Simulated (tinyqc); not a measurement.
Voltage: WKB tunnelling through a gate dielectric with a two-band (Franz) dispersion.

At depth x the conduction edge lies u(x) = phi - V x/t above the electron. Parabolic: kappa = sqrt(m u/c). Franz: kappa = sqrt(m u (1 - u/Eg)/c), which vanishes at both band edges. c = hbar^2/2m0. T = exp(-2 integral of kappa dx) over the region u > 0; no image force, no prefactor, zero transverse momentum. The region ends at x_e = min(t, phi t/V); x_e < t is the Fowler-Nordheim regime.

Constants: hbar^2/2m0 = 3.80998211 eV angstrom^2.

Values chosen for the exercise (of the size used for Si3N4 on silicon; shifted at random, so the results belong to these values and not to a real crystal):

| symbol | value | unit | meaning |
|---|---|---|---|
| Eg | 4.86 | eV | gap of the dielectric |
| phi | 2.14 | eV | barrier above the electron energy at the emitter |
| m | 0.45 | m0 | mass at the conduction edge |
| t | 22 | angstrom | thickness |

The same layer at other voltages.

Exponents 2 I and transmission:

| V (V) | shape | x_e (angstrom) | 2 I parabolic | 2 I Franz | T Franz |
|---|---|---|---|---|---|
| 0.25 | trapezoid | 22.00 | 21.462 | 16.416 | 7.43e-08 |
| 0.50 | trapezoid | 22.00 | 20.774 | 16.220 | 9.04e-08 |
| 1.50 | trapezoid | 22.00 | 17.599 | 14.691 | 4.17e-07 |
| 2.00 | trapezoid | 22.00 | 15.516 | 13.233 | 1.79e-06 |
| 3.00 | triangle | 15.69 | 10.520 | 8.996 | 0.000124 |
| 4.00 | triangle | 11.77 | 7.890 | 6.747 | 0.00117 |
| 5.00 | triangle | 9.42 | 6.312 | 5.398 | 0.00453 |
| 6.00 | triangle | 7.85 | 5.260 | 4.498 | 0.0111 |

Give the missing row, V (V) = 1.00.

Computed row:
```
V (V)      shape  x_e (angstrom)  2 I parabolic  2 I Franz   T Franz
1.00   trapezoid           22.00         19.289     15.622  1.64e-07
```

While the barrier is a trapezoid T rises by a factor 24.1 from 0.25 to 2 V. Beyond V = phi = 2.14 V the path shortens and the exponent falls as 1/V: from 4 to 6 V it goes from 6.75 to 4.50, the ratio 0.667 = 4/6. The last row means 27.3 MV/cm; rows above about 7 MV/cm are past breakdown.

Computed by tinyqc, a small Python program: `OMP_NUM_THREADS=1 python tinyqc.py 1452413 1452414 out.jsonl` (the numbers bound the seed that draws the inputs); one thread of a shared host (Intel(R) Xeon(R) Processor @ 2.30GHz), about 0.01 s for the whole set of steps.
